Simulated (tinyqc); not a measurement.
## Scale length and length offset from two DIBL values

Inverse problem. DIBL = exp(-Le/(2 l)) + 2 exp(-Le/l) with Le = L - dL. Find l, dL and the drawn length for a DIBL of 100 mV/V.

DIBL at drawn lengths 31 and 54 nm (mV/V): 141.22254  21.490395

Answer. With e = exp(-Le/(2 l)), 2 e^2 + e = DIBL gives e and so Le/l at each length; Le/l is a straight line in L with slope 1/l.

l = 6.70 nm
dL = 2.00 nm
length for 100 mV/V = 35.0 nm

tinyqc, about 0.01 s, one thread, Intel Xeon 2.30GHz (shared host): `OMP_NUM_THREADS=1 python tinyqc.py 2002068 2002069 out.jsonl`
